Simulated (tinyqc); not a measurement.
Landau levels of massive Dirac electrons in two valleys: one step. The lowest levels.

H = hv (tau kx sx + ky sy) + (D/2) sz. Conduction levels E_N = sqrt(D^2/4 + 2N hv^2/l^2) - D/2 from the band edge; N = 1, 2, ... occur in both valleys, N = 0 in one valley only (its partner in the other valley lies at the valence edge). Each state is twofold in spin; spin splittings are left out.

In a field B along z: l = 1/sqrt((e/hbar) B) is the magnetic length, n_B = B/(h/e) the number of states per area in one level, hbar wc = 2 muB B/m for mass m in m0; 1/angstrom^2 = 1e16/cm^2.

Constants: e/hbar = 1.519267448e-05 1/(T angstrom^2); h/e = 413566.7697 T angstrom^2; muB = 5.788381798e-05 eV/T.

Values chosen for the exercise (out of a larger set: a gapped graphene sheet; not measured data):

| symbol | value | unit | meaning |
|---|---|---|---|
| hv | 6.14 | eV angstrom | hbar v |
| D | 0.15 | eV | gap |
| B | 10.4 | T | magnetic field |

Problem. List the eight lowest, in meV, with the gap to the next.

Give: a table of label, E (meV), gap above (meV).

Solution.

Levels:

| label | E (meV) | gap above (meV) |
|---|---|---|
| 0 | 0.000 | 57.432 |
| 1 | 57.432 | 39.183 |
| 2 | 96.615 | 31.769 |
| 3 | 128.384 | 27.437 |
| 4 | 155.821 | 24.506 |
| 5 | 180.327 | 22.351 |
| 6 | 202.678 | 20.682 |
| 7 | 223.360 | 19.338 |

The largest of these gaps, 57.43 meV, first occurs above level 0 and is kB T at 666 K.

Run: tinyqc, `OMP_NUM_THREADS=1 python tinyqc.py 1281255 1281256 out.jsonl`; Intel(R) Xeon(R) Processor @ 2.30GHz, one thread, shared host; about 0.01 s of CPU time with all checks.
